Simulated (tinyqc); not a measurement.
Inside a calculation: shallow donor in effective-mass theory, with valley-orbit splitting. Values are carried at full precision from step to step, so a last printed digit may differ when a step is redone from the rounded ones.

Constants: Ry = 13.60569312 eV; a0 (Bohr radius) = 0.5291772105 angstrom; hbar^2/2m0 = 3.80998211 eV angstrom^2; e^2/(4 pi eps0) = 14.39964547 eV angstrom.

Parameters, chosen for this exercise (near those of a group-V donor in Si; the results hold for these values, not for the real material):
- ml = 0.928 m0 (longitudinal mass)
- mt = 0.187 m0 (transverse mass)
- eps = 11.7 (dielectric constant)
- a = 29.9 angstrom (trial radius across the axis)
- b = 16.7 angstrom (trial radius along the axis)
- E0 = -29.3 meV (single-valley level)
- D0 = 4.02 meV (central-cell shift)
- D1 = 2.18 meV (coupling of perpendicular valleys)
- D2 = 1.45 meV (coupling of opposite valleys)
- Ds = 3.8 meV (strain splitting: z valleys less the others)

## Hydrogen-like estimates

Ry* = Ry m/eps^2 and a* = a0 eps/m for four choices of one mass: mt, the conductivity mass 3/(1/ml + 2/mt), the density-of-states mass (ml mt^2)^(1/3), and ml.

Estimates:
```
mass               m (m0)  Ry* (meV)  a* (angstrom)
mt                 0.1870      18.59          33.11
conductivity       0.2548      25.33          24.30
density of states  0.3190      31.70          19.41
ml                 0.9280      92.24           6.67
```

## Energy of one trial function

One valley: H = -c [(d2/dx2 + d2/dy2)/mt + (d2/dz2)/ml] - q/(eps r), c = hbar^2/2m0, q = e^2/(4 pi eps0). Trial function exp(-sqrt((x^2 + y^2)/a^2 + z^2/b^2)) with a > b: T = (c/3)(2/(mt a^2) + 1/(ml b^2)), V = -(q/eps) atan(u/b)/u, u = sqrt(a^2 - b^2). The central cell of the impurity is left out.

Evaluate T, V and E. Scaling both radii by f changes T to T/f^2 and V to V/f, so the best factor is f = -2T/V, with energy -V^2/(4T).

T = 20.100 meV
V = -48.541 meV
E = -28.441 meV
best scale factor = 0.8282
energy after scaling = -29.306 meV

The virial ratio -V/T is 2.415; it is 2 at the best scale. Scaling gains 0.865 meV.

## Scan over the shape

For each ratio b/a = 0.2, 0.3, ..., 0.9 the best scale follows from a = -2 T1/V1, with T1 and V1 taken at a = 1 angstrom.

Scan:
```
b/a  a (angstrom)  b (angstrom)  E (meV)
0.2         55.57         11.11  -15.477
0.3         35.25         10.57  -23.171
0.4         28.44         11.38  -27.370
0.5         25.61         12.81  -29.055
0.6         24.37         14.62  -29.267
0.7         23.89         16.72  -28.686
0.8         23.82         19.06  -27.707
0.9         23.99         21.59  -26.547
```

The best listed ratio is 0.6; (mt/ml)^(1/2) = 0.45 and (mt/ml)^(1/3) = 0.59 are common guesses.

## The minimum

Minimise over a and b. The Mott estimate n_c = (0.25/a_m)^3 uses a_m = (a^2 b)^(1/3); 1/angstrom^3 = 1e24/cm^3.

a = 24.66 angstrom
b = 14.01 angstrom
E = -29.311 meV
a_m = 20.42 angstrom
n_c = 1.83 x 1e18/cm^3

b/a = 0.568. The binding energy is 1.577 times Ry*(mt). The central cell of a real donor shrinks the orbit and raises n_c (3.7 x 1e18/cm^3 for P in Si).

## The valley-orbit matrix

Basis: the 1s envelopes of the valleys +x, -x, +y, -y, +z, -z. Diagonal E0 - D0, element -D2 between opposite valleys and -D1 between perpendicular ones. Strain along [001] adds 2 Ds/3 to the z valleys and -Ds/3 to the others.

Fill it in with the strain.

H (meV):
```
         +x       -x       +y       -y       +z       -z
+x  -34.587   -1.450   -2.180   -2.180   -2.180   -2.180
-x   -1.450  -34.587   -2.180   -2.180   -2.180   -2.180
+y   -2.180   -2.180  -34.587   -1.450   -2.180   -2.180
-y   -2.180   -2.180   -1.450  -34.587   -2.180   -2.180
+z   -2.180   -2.180   -2.180   -2.180  -30.787   -1.450
-z   -2.180   -2.180   -2.180   -2.180   -1.450  -30.787
```

## Levels and ground state

Diagonalise. For the lowest state give the amplitudes (positive) and (sum of amplitudes)^2/6, the contact density relative to no strain.

levels (meV): -43.710  -33.137  -33.137  -31.677  -29.337  -28.923

amplitudes: +x 0.4404, -x 0.4404, +y 0.4404, -y 0.4404, +z 0.3347, -z 0.3347

relative contact density = 0.9851

The z valleys hold 22.4 % of the ground state, against 33.3 % without strain.

## Checks

- Energy from 21 anisotropic Gaussians against the two-parameter function, meV: -29.35 against -29.31.
- Unstrained levels against E0 - D0 - 4 D1 - D2 (A1), E0 - D0 + D2 (T2, threefold) and E0 - D0 + 2 D1 - D2 (E, twofold): they agree to 1e-10 or better.

Program tinyqc; command `OMP_NUM_THREADS=1 python tinyqc.py 1280959 1280960 out.jsonl`; about 0.01 s on one thread of a shared Intel(R) Xeon(R) Processor @ 2.30GHz.
